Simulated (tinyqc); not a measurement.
Deep-level transient spectroscopy (DLTS) of one majority-carrier trap: one step, computed by the program tinyqc.

A filling pulse loads the traps in a one-sided junction; under reverse bias they empty at the rate e, and the capacitance relaxes as C(t) = C_0 - dC exp(-e t). The signal is S = [C(t_2) - C(t_1)]/dC.

Task: Rate window and signal. S(e) = exp(-e t_1) - exp(-e t_2) peaks at the rate window e_0 = ln(t_2/t_1)/(t_2 - t_1).

Inputs (values chosen for the exercise, with mass and screening modelled on silicon): gate time t_1 = 0.0007 s; ratio t_2/t_1 = 2; temperature T = 150 K.

Carriers: electrons. Extra term: Poole-Frenkel lowering.

emission rate e = 3496.490 1/s

Give: rate window e_0; peak height S_max; signal at T.

Result:

rate window e_0 = 990.2 1/s

peak height S_max = 0.25

signal at T = 0.07902

At this T the trap empties faster than the window, by a factor 3.53: the point lies on the high-temperature side of the peak.
